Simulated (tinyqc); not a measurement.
# Polycrystalline film, grain-boundary barriers (Seto model), step by step

Program tinyqc, `OMP_NUM_THREADS=1 python tinyqc.py 2610141 2610142 out.jsonl`; Intel Xeon 2.30GHz, shared host, one thread, about 0.01 s. Printed values are rounded.

One-dimensional grains of size Lg with donors N; each boundary has Qt acceptor-like traps per area at one level Et below the band edge. Trapped electrons qt deplete a width w = qt/N (both sides together) and raise a barrier Vb = q N w^2/(8 eps0 eps_r). Current crosses the barriers by thermionic emission at small bias. Abrupt depletion, full ionisation, Boltzmann statistics.

Values chosen for this exercise; values close to those of polycrystalline silicon:
```
symbol,value,unit,meaning
T,250,K,temperature
eps_r,11.7,,relative permittivity of the semiconductor
Lg,30,nm,grain size
Qt,2.1e12,cm^-2,trap density at a boundary
N,1.7e17,cm^-3,donor density
mg,220,cm^2/(V s),mobility inside a grain
vc,8.7e6,cm/s,collection velocity at the barrier
Nc,2.13e19,cm^-3,conduction-band density of states at T
Et,0.45,eV,trap level below the band edge
```

Constants: q = 1.602176634e-19 C, kB = 1.380649e-23 J/K, Vt = kB T/q, eps0 = 8.8541878128e-14 F/cm where lengths are in cm. Results are converted to the units shown.

Range of the model: The barrier is under 2 Vt, where the abrupt-depletion and emission pictures are rough.

## Critical doping and limits of the barrier

N* = Qt/Lg; fully depleted grains have Vb = q N Lg^2/(8 eps0 eps_r), filled traps Vb = q Qt^2/(8 eps0 eps_r N); the true barrier cannot exceed the smaller.

N* = 7e17 cm^-3
Vb, fully depleted = 0.0295786 V
Vb, traps filled = 0.501505 V

## Barrier, resistivity and effective mobility

Partly depleted grains: the density at the grain centre is n0 = N and qt = Qt/(1 + 2 (Nc/N) exp((Vb - Et)/Vt)). If that gives qt >= N Lg, the grains are fully depleted: qt = N Lg, w = Lg and n0 = 2 Nc exp((Vb - Et)/Vt)/(Qt/(N Lg) - 1). Resistivity: barriers rb = Vt exp(Vb/Vt)/(q n0 vc Lg), grain interior rg = (1 - w/Lg)/(q mg N); effective mobility 1/(q N (rb + rg)).

qt = 5.1e11 cm^-2
w = 30 nm
Vb = 0.0295786 V
n0 = 4.57362e10 cm^-3
rb = 4.44611e5 ohm cm
rg = 0 ohm cm
effective mobility = 8.25773e-5 cm^2/(V s)

The grains are fully depleted, 24.3 % of the traps are filled and the barriers give 100 % of the resistivity.
